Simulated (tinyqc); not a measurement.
Inside a calculation. Model: solubility, supersaturation, precipitation and gettering of an impurity in a silicon-like host. Computed by tinyqc, a small Python program that keeps every step. Command: `OMP_NUM_THREADS=1 python tinyqc.py 3012507 3012508 out.jsonl ripen walk`. One thread of a shared host (Intel(R) Xeon(R) Processor @ 2.30GHz), about 0.01 s of CPU time with the checks. Intermediate numbers are printed to about 6 digits and carried at full precision; extremes and crossings named in words are read from the listed rows.

The wafer was saturated at T1 and is then held at T.

Inputs (values chosen for the exercise, modelled on chromium in silicon): site density N0 = 5e+22 1/cm^3; enthalpy of solution H = 2.79 eV; entropy of solution S = 4.8 k_B; diffusion prefactor D0 = 0.00081 cm^2/s; migration energy Q = 0.794 eV; temperature of saturation T1 = 1400 K; anneal temperature T = 1080 K; sink density n = 8.3e+07 1/cm^3; initial sink radius r0 = 23 nm; impurity density in the precipitate C_p = 2.2e+22 1/cm^3; interface energy gamma = 0.63 J/m^2; anneal time t = 1700 s; wafer thickness w = 400 micrometre.

Gettering: relaxation gettering at sinks.

Constants: k_B = 8.617333262e-05 eV/K; k_B = 1.380649e-23 J/K.

## Solubility, diffusivity, supersaturation

C_eq(T) = N0 exp(S/k_B - H/(k_B T)); D(T) = D0 exp(-Q/(k_B T)); C0 = C_eq(T1). Supersaturation s = C0/C_eq(T); critical radius r* = 2 gamma/(C_p k_B T ln s); barrier W* = (4 pi/3) gamma r*^2. Strain energy is left out.

C0 = 5.49573e+14 1/cm^3

C_eq(T) = 5.80974e+11 1/cm^3

D(T) = 1.59704e-07 cm^2/s

supersaturation s = 945.952

critical radius r* = 0.560546 nm

W*/(k_B T) = 55.6090

Sinks of radius r0 are above r* and grow.

## Ham's law for sinks of fixed radius

tau0 = 1/(4 pi n r0 D); C_fixed(t) = C_eq + (C0 - C_eq) exp(-t/tau0). If all excess precipitates, the final radius is r_f = [r0^3 + 3 (C0 - C_eq)/(4 pi n C_p)]^(1/3), with tau_f = 1/(4 pi n r_f D).

tau0 = 2610.17 s

C_fixed(t) = 2.86808e+14 1/cm^3

final radius r_f = 43.7852 nm

tau_f = 1371.10 s

The sinks grow 1.9 times, so the fixed radius underrates the later rate.

## Growing precipitates

Growing sinks: with y = r/r_f and y0 = r0/r_f, dy/dt = (1 - y^3)/(3 tau_f y), which integrates to t/tau_f = F(y) - F(y0), F(y) = (1/2) ln[(1 + y + y^2)/(1 - y)^2] - sqrt(3) arctan[(2y + 1)/sqrt(3)]; the share of the excess left is (1 - y^3)/(1 - y0^3), and C(t) = C_eq + (C0 - C_eq) x share.

radius at t = 38.0615 nm

share of the excess left = 0.401301

C(t) with growing sinks = 2.20892e+14 1/cm^3

59.9 % of the excess has precipitated.

## Denuded zone

Near a surface held at C_eq(T) the excess decays by out-diffusion over sqrt(D t) and by capture over L_s = sqrt(D tau_f) = (4 pi n r_f)^(-1/2); the shorter length sets the depth from which the surface draws.

sqrt(D t) = 164.771 micrometre

capture length L_s = 147.976 micrometre

L_s/w = 0.369941

The capture length exceeds a third of the wafer: given time, most impurity reaches the surfaces before a sink, a loss that the precipitation formulas leave out.

## The best anneal temperature for the time t

C_eq(T) = N0 exp(S/k_B - H/(k_B T)); D(T) = D0 exp(-Q/(k_B T)); C0 = C_eq(T1). r_f = [r0^3 + 3 (C0 - C_eq)/(4 pi n C_p)]^(1/3), tau_f = 1/(4 pi n r_f D).

Dissolved share after t:
```
T (K)      C_eq/C0    tau_f (s)   C(t)/C0
630    5.30323e-13  6.07420e+05  0.998529
728    5.35826e-10  8.48105e+04  0.989422
840    2.01509e-07  1.56877e+04  0.941834
952    1.87767e-05  4.31634e+03  0.784991
1064   6.73519e-04  1.55862e+03  0.456539
1176   1.22163e-02  6.85482e+02  0.137888
1274   1.01550e-01  3.85373e+02  0.118449
1344   3.81521e-01  2.92624e+02  0.384260
```

The lowest dissolved share among these rows is 0.12 at 1274 K. Above it solubility sets the floor; below it diffusion is too slow for this time. Solubility falls with H = 2.79 eV and diffusion with Q = 0.794 eV.

Checks made by the program: radius against numerical integration (relative difference 1e-10).
